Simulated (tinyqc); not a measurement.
## Surface Green function of a zigzag honeycomb ribbon two chains wide, Sancho-Rubio decimation: effect of the broadening

A semi-infinite lead of cells 0, 1, 2, ... with H0 inside a cell and H1 = <cell i|H|cell i + 1>. Cell of four sites joined 1-2-3-4 by -t; site 2 joins site 1 of the next cell and site 3 joins site 4 of the next cell. z = E + i eta.

Start with e_s = e = H0, a = H1, b = H1^dagger. Each round: g = (z - e)^(-1); e_s <- e_s + a g b; e <- e + a g b + b g a; a <- a g a; b <- b g b (all with the old a, b). Round k joins cells 2^k apart. Stop when the largest entry of the matrices a and b is below 1e-12 eV; g_s = (z - e_s)^(-1), bulk (z - e)^(-1), density of states -Im Tr/pi. The last column counts the steps of the plain recursion g <- (z - H0 - H1 g H1^dagger)^(-1), one cell a step from g = (z - H0)^(-1), until no entry changes by more than 1e-8 1/eV.

Parameters, values chosen for the exercise: energy E = 6.23 eV.

H0 (eV):
```
,1,2,3,4
1,0.28,-2.7,0,0
2,-2.7,-0.28,-2.7,0
3,0,-2.7,0.28,-2.7
4,0,0,-2.7,-0.28
```

H1 (eV):
```
,1,2,3,4
1,0,0,0,0
2,-2.7,0,0,0
3,0,0,0,-2.7
4,0,0,0,0
```

Effect of the broadening:
```
eta (eV),rounds,surface density of states (1/eV),plain steps
0.8,6,0.1890,17
0.3,7,0.2309,41
0.1,9,0.2605,121
0.05,10,0.2695,241
0.03,11,0.2732,402
0.01,12,0.2771,1207
```

What does the comparison show?

The rounds go from 6 to 12 and the plain steps from 17 to 1207. Inside a band the plain recursion needs a number of steps that grows as 1/eta, the decimation only as log2(1/eta). The density of states tends to 0.2791 1/eV as eta goes to zero; the first row is 32 % below that and the last 0.71 % below it.

Program tinyqc, `OMP_NUM_THREADS=1 python tinyqc.py 2680016 2680017 out.jsonl`; Intel Xeon 2.30GHz, shared host, one thread, about 0.04 s.
